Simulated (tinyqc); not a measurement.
Comparisons within one model: k.p theory built from an empirical-pseudopotential calculation at Gamma. A value that a table varies takes the place of the one given here.

Empirical pseudopotential on the fcc lattice, atoms at +/- tau, tau = a (1,1,1)/8, no spin-orbit coupling. H(G,G') = c (2 pi/a)^2 |k + G|^2 delta + VS(q) cos(q.tau) + i VA(q) sin(q.tau), q = G - G', c = hbar^2/2m0; k and G in units of 2 pi/a; VS at |q|^2 = 3, 8, 11 and VA at 3, 4, 11, in rydberg, zero elsewhere. The basis is fixed: all 89 G with |G|^2 up to Gcut. Energies are counted from the fourth level at Gamma.

k.p in the lowest n states at Gamma: H_nm = (E_n + c k^2) delta + 2 c k.<n|G|m>, k in 1/angstrom; with all states of the basis it is exact.

Empirical pseudopotential on the fcc lattice, atoms at +/- tau, tau = a (1,1,1)/8, no spin-orbit coupling. H(G,G') = c (2 pi/a)^2 |k + G|^2 delta + VS(q) cos(q.tau) + i VA(q) sin(q.tau), q = G - G', c = hbar^2/2m0; k and G in units of 2 pi/a; VS at |q|^2 = 3, 8, 11 and VA at 3, 4, 11, in rydberg, zero elsewhere. The basis holds all G with |G|^2 up to a cut-off. Energies are counted from the fourth level at Gamma.

For a multiplet A of d_A states, W(B) = (4 c/(3 d_A)) sum over n in A, m in B and i = x, y, z of |<n|G_i|m>|^2 (G in 1/angstrom, <n|G_i|m> = sum_G c_n(G)* G_i c_m(G)); the mean inverse mass of A is 1 + sum_B W(B)/(E_A - E_B). Multiplets with W = 0 are left out.

Valence parameters: D(u) = c + 4 c^2 sum_m <n|u.G|m><m|u.G|n'>/(0 - E_m) on the valence triplet, in units of c, has eigenvalues L, M, M along [100] and (L + 2M + 2N)/3, (L + 2M - N)/3 twice along [111]; g1 = -(L + 2M)/3, g2 = -(L - M)/6, g3 = -N/6.

Constants: hbar^2/2m0 = 3.80998211 eV angstrom^2; Ry = 13.60569312 eV.

Values chosen for the exercise (near those of GaSb; the results hold for these values, not for the real material): a = 6.124 angstrom (lattice constant); VS = (-0.221, -0.002, 0.052) Ry (symmetric form factors); VA = (0.059, 0.051, 0.009) Ry (antisymmetric form factors); Gcut = 19 (2 pi/a)^2 (largest |G|^2 of the fixed basis); VS3 = -0.221 Ry; VS8 = -0.002 Ry; VS11 = 0.052 Ry; VA3 = 0.059 Ry; VA4 = 0.051 Ry; VA11 = 0.009 Ry.

## How many bands a k.p model needs: band 5 from Gamma to L

Band 5 (counted from below) at k = f (0.5, 0.5, 0.5) 2 pi/a; n ends on whole multiplets.

Energies (eV):
```
f      n = 8  n = 15  n = 27  n = 89 (exact)
0.000  0.768   0.768   0.768           0.768
0.125  1.295   1.290   1.289           1.289
0.250  1.952   1.864   1.860           1.859
0.375  2.511   2.099   2.089           2.086
0.500  3.033   2.064   2.044           2.038
0.625  3.581   1.945   1.911           1.901
0.750  4.190   1.839   1.786           1.770
0.875  4.879   1.787   1.706           1.684
1.000  5.656   1.804   1.685           1.655
```

How do the results move?

With n = 8 the band stays within 0.05 eV of the exact one up to f = 0.125 (error at L: +4.001 eV). With n = 15 the band stays within 0.05 eV of the exact one up to f = 0.625 (error at L: +0.149 eV). With n = 27 the band stays within 0.05 eV of the exact one over the whole line (error at L: +0.030 eV). A smaller basis can only raise a level. The exact band has its minimum on these points at f = 0.000; n = 8 puts it at f = 0.000.

## Convergence with the plane-wave basis

E_s is the lowest empty singlet, Ep its W to the valence triplet, m its mass.

Results:
```
cut-off  plane waves  E_s (eV)  Ep (eV)  m (m0)    g1    g2    g3
8                 27     0.703    14.67  0.0459  8.21  3.19  3.79
11                51     0.726    15.01  0.0463  8.11  3.25  3.69
12                59     0.768    15.03  0.0488  7.80  3.04  3.53
16                65     0.764    15.06  0.0484  7.86  3.06  3.55
19                89     0.768    15.05  0.0487  7.82  3.04  3.53
20               113     0.776    15.04  0.0493  7.75  3.00  3.50
24               137     0.777    15.04  0.0493  7.74  3.00  3.49
```

What can be read from the table?

Against the last row, E_s errs most, by -0.074 eV, at cut-off 8, and by -0.001 eV in the last row but one. Ep varies by 2.6 % over the table and m by 6.9 %: the mass, near E_s/Ep, inherits the errors of both. Local form factors fix the converged values only roughly. The gap is a difference of two levels, so it need not converge steadily, and here it does not.

## What each form factor does (empirical-pseudopotential levels)

Lowest empty singlet and triplet at Gamma and the valence width there (fixed basis); lowest empty level at X = (1,0,0) and L = (1/2,1/2,1/2) from the valence top, these levels and that top with all |k + G|^2 up to 21. Singlet and triplet count orbital degeneracy. VS3 is VS at |q|^2 = 3, and so on. The row for a keeps the form factors fixed, so it is no model of a real expansion, which changes them too. Each row changes one parameter from the base and keeps the others.

Results:
```
case                singlet (eV)  triplet (eV)  X (eV)  L (eV)  width (eV)
base                       0.768         4.365   2.111   1.652      10.598
a = 6.185 angstrom         0.813         4.386   2.228   1.729      10.383
VS3 = -0.231 Ry            0.750         4.495   2.365   1.759      10.605
VS8 = -0.012 Ry            0.341         4.454   2.086   1.461      10.786
VS11 = 0.042 Ry            0.277         4.213   1.875   1.317      10.833
VA3 = 0.049 Ry             0.647         4.238   1.899   1.542      10.552
VA4 = 0.041 Ry             0.706         4.181   2.108   1.482      10.543
VA11 = -0.001 Ry           0.969         4.364   2.227   1.709      10.497
```

What can be read from the table?

The largest shifts from the base row, up to three for each result and ties (the steps differ in size, so this ranks the rows, not the parameters). singlet (eV): VS11 -0.492, VS8 -0.427, VA11 +0.200. triplet (eV): VA4 -0.184, VS11 -0.152, VS3 +0.130. X (eV): VS3 +0.254, VS11 -0.236, VA3 -0.212. L (eV): VS11 -0.335, VS8 -0.192, VA4 -0.170. width (eV): VS11 +0.235, a -0.214, VS8 +0.188.

Run: tinyqc, `OMP_NUM_THREADS=1 python tinyqc.py 1050017 1050018 out.jsonl`; Intel(R) Xeon(R) Processor @ 2.30GHz, one thread, shared host; about 10 s of CPU time with all checks.
